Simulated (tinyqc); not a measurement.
Keating valence-force model of a tetrahedral crystal: one step, computed by the program tinyqc.

Atom A sits at 0 and atom B at a/4 (1,1,1) of an fcc lattice; the four bonds from A are t = a/4 (1,1,1), a/4 (1,-1,-1), a/4 (-1,1,-1), a/4 (-1,-1,1), of length d = sqrt(3) a/4. Energy: E = (3 alpha/(8 d^2)) sum over bonds (r.r - d^2)^2 + (3 beta/(8 d^2)) sum over pairs of bonds at one atom (r_i.r_j + d^2/3)^2, with beta_A for the six pairs at A and beta_B for the six at B. The cell holds two atoms, Omega = a^3/4. 1 N/m = 1 J/m^2. With constants fitted to the elastic moduli this model puts optical and zone-boundary frequencies of real crystals too high, by up to about 20 % in elemental crystals and up to about 50 % in compounds, and mostly by more for TA modes; in compounds the lattice part of the static dielectric constant then comes out too low.

Question. Dynamical matrix at q. With displacements u exp(i q.r), each bracket changes by g.u, where g = (g_A, g_B): bond t, g = (-2 t, 2 t exp(i q.t)); pair (i, j) at A, g = (-(t_i + t_j), t_i exp(i q.t_j) + t_j exp(i q.t_i)); pair at B, g = (-t_i exp(-i q.t_j) - t_j exp(-i q.t_i), t_i + t_j). Then D_mn = sum over the 4 bonds and 12 pairs of (4 k/a^2) conj(g_m) g_n / sqrt(M_m M_n), with k = alpha or beta converted to eV/angstrom^2. Only the short-range forces enter; the Coulomb field of the charges is left out.

Inputs (values chosen for the exercise, modelled on indium phosphide):
```
quantity,value,unit
mass M_A,114.82,u
mass M_B,30.97,u
bond stretching alpha,44.1,N/m
bond bending beta_A,6.44,N/m
bond bending beta_B,6.44,N/m
```

Structure: zinc blende.

wave vector q (2 pi/a): [0.73, 0.21, 0.14]

Constants: 1 eV/angstrom^2 = 16.02176634 J/m^2.

Give: D(q).

Answer.

D(q) (eV/(angstrom^2 u)), lower triangle (Hermitian):
```
,A x,A y,A z,B x,B y,B z
A x,0.1198
A y,0.0016-0.0022i,0.1106
A z,0.0011-0.0034i,0.0009-0.0003i,0.1112
B x,-0.0804-0.0136i,0.0454+0.0134i,0.0297+0.0205i,0.4442
B y,0.0454+0.0134i,-0.0804-0.0136i,0.0046+0.1327i,0.0060+0.0080i,0.4101
B z,0.0297+0.0205i,0.0046+0.1327i,-0.0804-0.0136i,0.0041+0.0125i,0.0034+0.0011i,0.4121
```
